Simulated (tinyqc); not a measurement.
Worked calculation: plane-wave Kohn-Sham cycle with exchange-only LDA in a layered model solid. One step of it, computed by the program tinyqc.

Problem. Iteration 2: Hamiltonian at one k. H(m,m') = (k + G_m)^2/2 delta + V(G_m - G_m'), with V(-G) = V(G).

A solid whose potential varies along x alone (atomic units):
```
parameter                      value
period a                    8.500000
cross-section of the cell  34.000000
electrons per cell                 2
grid points                       16
plane waves -n..n, n               3
k points                           4
V1 in V1 cos(2 pi x/a)     -0.200000
```

V(G_m), m = 0, 1, 2, ... (hartree): -0.187513  -0.094375  -0.000246  -0.000048  0.000000  0.000001  0.000000

k = 0.125000 2 pi / a

Give: H.

Solution.

H (hartree), lower triangle:
```
         -3       -2       -1       +0       +1       +2      +3
-3   2.0707
-2  -0.0944   0.7730
-1  -0.0002  -0.0944   0.0217
+0   0.0000  -0.0002  -0.0944  -0.1832
+1   0.0000   0.0000  -0.0002  -0.0944   0.1583
+2   0.0000   0.0000   0.0000  -0.0002  -0.0944   1.0462
+3   0.0000   0.0000   0.0000   0.0000  -0.0002  -0.0944  2.4805
```
